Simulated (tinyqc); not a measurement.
Inside a calculation: sp3s* tight binding with spin-orbit coupling. Values are carried at full precision from step to step, so a last printed digit may differ when a step is redone from the rounded ones.

sp3s* tight binding, nearest neighbours only: anion (a) at 0, cation (c) at a/4 (1,1,1), orbitals s, px, py, pz, s* on each; k in units of 2 pi/a. With phases e_j = exp(i (pi/2) k.n_j) for n = (1,1,1), (1,-1,-1), (-1,1,-1), (-1,-1,1): g0 = (e1+e2+e3+e4)/4, g1 = (e1+e2-e3-e4)/4, g2 = (e1-e2+e3-e4)/4, g3 = (e1-e2-e3+e4)/4. The diagonal holds the levels Esa, Epa, Exa (s*) and Esc, Epc, Exc. Anion-cation block: <sa|sc> = Vss g0; <sa|xc> = Vsapc g1; <xa|sc> = -Vscpa g1; <xa|xc> = Vxx g0; <xa|yc> = <ya|xc> = Vxy g3, <xa|zc> = <za|xc> = Vxy g2, <ya|zc> = <za|yc> = Vxy g1; <s*a|xc> = Vxapc g1; <xa|s*c> = -Vpaxc g1; y and z take g2 and g3 in place of g1; s-s* and s*-s* vanish.

Constants: hbar^2/2m0 = 3.80998211 eV angstrom^2.

Inputs chosen for the exercise (near a published set for InP, fitted to gaps, whose masses and valley positions are rough; spin-orbit coupling, where it is added without a refit, lifts the valence top and shrinks all gaps by about a third of the splitting; shifted at random, so the results belong to these values and not to a real crystal): k = (0.71, 0, 0) 2 pi/a (wave vector); Esa = -8.524 eV (s level of the anion); Epa = 0.877 eV (p level of the anion); Esc = -1.468 eV (s level of the cation); Epc = 4.106 eV (p level of the cation); Exa = 8.177 eV (s* level of the anion); Exc = 7.021 eV (s* level of the cation); Vss = -5.405 eV (s-s); Vxx = 1.901 eV (px-px); Vxy = 4.186 eV (px-py); Vsapc = 2.21 eV (s anion, p cation); Vscpa = 5.612 eV (s cation, p anion); Vxapc = 3.461 eV (s* anion, p cation); Vpaxc = 4.439 eV (p anion, s* cation); Da = 0.069 eV (atomic spin-orbit splitting, anion); Dc = 0.382 eV (the same, cation); a = 5.87 angstrom (lattice constant).

## Phase sums

Form g0 to g3 at this k.

g0, g1, g2, g3: 0.43994  0.89803i  0.00000  0.00000

## The Hamiltonian without spin-orbit coupling

Fill in the 10 x 10 matrix.

H(k) (eV):
```
           sa       xa        ya        za       s*a        sc       xc       yc       zc       s*c
sa    -8.5240        0         0         0         0   -2.3779  1.9846i        0        0         0
xa          0   0.8770         0         0         0  -5.0397i   0.8363        0        0  -3.9863i
ya          0        0    0.8770         0         0         0        0   0.8363  3.7591i         0
za          0        0         0    0.8770         0         0        0  3.7591i   0.8363         0
s*a         0        0         0         0    8.1770         0  3.1081i        0        0         0
sc    -2.3779  5.0397i         0         0         0   -1.4680        0        0        0         0
xc   -1.9846i   0.8363         0         0  -3.1081i         0   4.1060        0        0         0
yc          0        0    0.8363  -3.7591i         0         0        0   4.1060        0         0
zc          0        0  -3.7591i    0.8363         0         0        0        0   4.1060         0
s*c         0  3.9863i         0         0         0         0        0        0        0    7.0210
```

## Levels at this k

Diagonalise H, which belongs to k = (0.71, 0, 0) (2 pi/a). Four bands are filled (two electrons each); give the make-up of band 5, the lowest empty one.

levels (eV): -9.7655  -5.3619  -1.6843  -1.6843  2.6968  3.1415  6.6673  6.6673  9.4853  9.9929

weights of band 5: s 0.123, p 0.655, s* 0.221

weight of band 5 on atom a = 0.265

The vertical gap at this k is 4.3810 eV; band 5 is mostly p-like.

## Levels at Gamma

Spin-orbit coupling acts within the p shell of each atom as (D/3) L.sigma, D = Da or Dc: it puts four states at Ep + D/3 and two at Ep - 2D/3.

At k = 0 only g0 = 1 is left and H falls into 2 x 2 blocks [[E_a, V], [V, E_c]] with roots (E_a + E_c)/2 -/+ sqrt(((E_a - E_c)/2)^2 + V^2); the s* levels stay uncoupled. The direct gap runs from the highest lower root of the p blocks to the lowest upper root.

Blocks at Gamma (eV):
```
block               E_a      E_c        V  lower root  upper root
s (Gamma6)      -8.5240  -1.4680  -5.4050    -11.4505      1.4585
p 3/2 (Gamma8)   0.9000   4.2333   1.9010      0.0385      5.0948
p 1/2 (Gamma7)   0.8310   3.8513   1.9010     -0.0867      4.7690
```

direct gap at Gamma = 1.4200 eV

The lowest empty level at Gamma is s-like. The split-off band lies 0.1252 eV below the top, between Dc = 0.382 and Da = 0.069 eV, weighted by where the valence p state sits.

## Bands near the gap

Diagonalise at L = (1/2,1/2,1/2), X = (1,0,0), W = (1,1/2,0), K = (3/4,3/4,0) and at the fractions named between them; energies from the top of the valence band at Gamma; the matrix is 20 x 20 and 8 levels are filled.

Levels (eV):
```
k        level 3  level 5  level 7  level 8  level 9  level 10  level 11
L         -5.792   -1.045   -0.942   -0.942    1.901     1.901     4.168
L-G 0.5   -3.467   -0.603   -0.508   -0.508    2.236     2.236     4.449
G         -0.125    0.000    0.000    0.000    1.420     1.420     4.730
G-X 0.2   -1.163   -0.330   -0.259   -0.259    2.126     2.126     4.529
G-X 0.4   -2.889   -0.899   -0.839   -0.839    2.698     2.698     3.844
G-X 0.6   -4.573   -1.490   -1.436   -1.436    2.774     2.774     3.268
G-X 0.7   -5.330   -1.730   -1.677   -1.677    2.669     2.669     3.113
G-X 0.8   -5.989   -1.911   -1.858   -1.858    2.542     2.542     3.029
G-X 0.9   -6.486   -2.023   -1.971   -1.971    2.449     2.449     2.983
X         -6.685   -2.061   -2.009   -2.009    2.416     2.416     2.968
W         -6.695   -2.101   -2.020   -1.993    2.326     2.508     2.962
K         -6.572   -2.222   -1.725   -1.719    2.294     2.418     3.078
K-G 0.5   -4.131   -1.373   -0.614   -0.610    2.420     2.488     3.914
```

On these points the lowest empty level is lowest at G, 1.420 eV above the top.

## Valleys and masses

The lowest conduction level (mean of the pair) at Gamma, at its minimum on (x,0,0) for x from 0.5 to 1, and at the point L (L, and X where the search ends there, need not be minima in this model; a zero or negative inverse mass shows it). Inverse masses m0/m = (E(+h) + E(-h) - 2 E)/(2 c q^2) with c = hbar^2/2m0, q = h 2 pi/a, h = 0.002; longitudinal along the valley axis ([100] at Gamma and Delta, [111] at L), transverse along [010] or [1-10]. A dash: the next level lies within 0.15 eV, so a single mass has no use there.

Valleys:
```
valley  x (2 pi/a)  E - Ev (eV)  m0/m_l  m0/m_t
Gamma       0.0000       1.4200    7.90    7.90
Delta       1.0000       2.4164    0.76    0.00
L           0.5000       1.9009    0.64    1.40
```

Of these three the lowest is Gamma, which makes the gap direct, 1.4200 eV. At Delta m0/m_t is 0.00. This nearest-neighbour model is fitted to gaps: it places the Delta minimum and the masses at Delta and L only roughly (transverse masses can be several times too heavy), and since its bands are flat from X to W the transverse mass grows too heavy towards X; d orbitals or second neighbours cure this.

## Checks

- Direct gap at Gamma from the blocks against the full matrix: both 1.42001.

tinyqc: `OMP_NUM_THREADS=1 python tinyqc.py 1450087 1450088 out.jsonl`; about 0.1 s, one thread, shared Intel(R) Xeon(R) Processor @ 2.30GHz.
